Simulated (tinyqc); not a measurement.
Channel resistance from two points of the on-state curve.

Problem. In the p-i-n model Von = V1 + 2 Vt ln(J/(1 A/cm^2)) + J Rch, with V1 independent of J. Find Rch and V1.

Inputs (values chosen for the exercise): temperature T = 400 K.

Constants: q = 1.602176634e-19 C, kB = 1.380649e-23 J/K, Vt = kB T/q. Results are converted to the units shown.

Von at J = 30 and 90 A/cm^2 (V): 0.82727100  1.0050079

Answer. Remove the logarithmic junction term; the rest is linear in J.

Rch = 1.70 mohm cm^2
V1 = 0.542 V

Numbers from tinyqc (`OMP_NUM_THREADS=1 python tinyqc.py 2590145 2590146 out.jsonl`; about 0.01 s on one thread of a shared Intel Xeon 2.30GHz).
